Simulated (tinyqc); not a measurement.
Fitting sp3s* parameters to three gaps by Newton steps: sweeps and comparisons. A value that a table varies takes the place of the one given here.

sp3s* tight binding, nearest neighbours only: anion (a) at 0, cation (c) at a/4 (1,1,1), orbitals s, px, py, pz, s* on each; k in units of 2 pi/a. With phases e_j = exp(i (pi/2) k.n_j) for n = (1,1,1), (1,-1,-1), (-1,1,-1), (-1,-1,1): g0 = (e1+e2+e3+e4)/4, g1 = (e1+e2-e3-e4)/4, g2 = (e1-e2+e3-e4)/4, g3 = (e1-e2-e3+e4)/4. The diagonal holds the levels Esa, Epa, Exa (s*) and Esc, Epc, Exc. Anion-cation block: <sa|sc> = Vss g0; <sa|xc> = Vsapc g1; <xa|sc> = -Vscpa g1; <xa|xc> = Vxx g0; <xa|yc> = <ya|xc> = Vxy g3, <xa|zc> = <za|xc> = Vxy g2, <ya|zc> = <za|yc> = Vxy g1; <s*a|xc> = Vxapc g1; <xa|s*c> = -Vpaxc g1; y and z take g2 and g3 in place of g1; s-s* and s*-s* vanish.

Gaps are level 5 at Gamma, X = (1,0,0) and L = (1/2,1/2,1/2) less level 4 at Gamma; no spin-orbit coupling. Free parameters: Vss, Exa and Exc. H is linear in them, so by Hellmann-Feynman J_ij = <u|dH/dp_j|u> for level 5 at point i less the same for level 4 at Gamma. Newton: p(new) = p + J^-1 (target - gaps); stop when all misses are below 1e-7 eV.

Constants: hbar^2/2m0 = 3.80998211 eV angstrom^2.

Inputs chosen for the exercise (out of a larger set: near a published set for GaSb, fitted to gaps, whose masses and valley positions are rough; not measured data): p = (-7.336, 0.855, -3.893, 2.924, 6.655, 5.982, -6.17, 1.575, 4.133, 4.941, 4.67, 5.006, 4.202) eV (start, order Esa, Epa, Esc, Epc, Exa, Exc, Vss, Vxx, Vxy, Vsapc, Vscpa, Vxapc, Vpaxc); tg = (0.5667, 1.1101, 0.8609) eV (target gaps at Gamma, X, L); a = 6.093 angstrom (lattice constant).

## Equal gaps, different models

The same three targets are met with other triples of free parameters (those for which Newton converges within 3 eV of the start). Not fitted: level 5 at K = (3/4,3/4,0) above Ev, the spacing of levels 6 and 5 at X, the depth of level 2 at X below Ev, the valence width at Gamma, and the mass c q^2/(E(q) - E(0)) of level 5 along [100], q = 0.002 (2 pi/a), c = hbar^2/2m0.

Unfitted results:
```
free parameters    largest change (eV)  K (eV)  X spacing (eV)  level 2 at X (eV)  valence width (eV)  mass (m0)
start                            0.000   1.134           0.098              7.166              12.025     0.0663
Vss, Vxapc, Vpaxc                0.228   1.056           0.111              7.187              11.806     0.0459
Esc, Vxapc, Vpaxc                0.349   1.078           0.240              7.353              12.155     0.0464
Vss, Vsapc, Vpaxc                0.228   1.073           0.204              7.159              11.806     0.0467
Esa, Vxapc, Vscpa                0.619   1.072           0.196              7.189              12.425     0.0453
Vss, Exa, Exc                    0.243   1.055           0.102              7.174              11.806     0.0459
Esc, Vsapc, Exc                  1.096   1.090           0.379              7.366              12.155     0.0473
```

What can be read from the table?

All fitted rows have the same three gaps, yet they spread by 35 meV at K, 277 meV in the X spacing, 207 meV in level 2 at X, 619 meV in the valence width and 4.2 % in the mass. The smallest change of parameters, 0.228 eV, is that of Vss, Vxapc, Vpaxc; Vss, Vsapc, Vpaxc. A fit fixes what it was given and leaves the rest to the choice of free parameters.

## How errors in the targets pass to the parameters

J:
```
            Vss      Exa      Exc
Gamma  -0.96321  0.00000  0.00000
X       0.00000  0.38635  0.00000
L      -0.24959  0.09159  0.07716
```

The gaps at Gamma, X and L of an sp3s* model are fitted with Vss, Exa and Exc; J holds the derivatives of the gaps by these parameters at the start. The change of each parameter for +10 meV on one target is 10 J^-1, in meV.

Shifts (meV):
```
target raised    Vss   Exa    Exc
Gamma          -10.4   0.0  -33.6
X                0.0  25.9  -30.7
L                0.0   0.0  129.6
```

root sum of squares (meV): Vss 10.4, Exa 25.9, Exc 137.4

What does this show?

Independent errors of 10 meV leave Exc least certain (137 meV) and Vss best fixed (10.4 meV). The largest single entry, 130 meV, comes from the target at L.

Program tinyqc; command `OMP_NUM_THREADS=1 python tinyqc.py 1481129 1481130 out.jsonl`; about 0.1 s on one thread of a shared Intel(R) Xeon(R) Processor @ 2.30GHz.
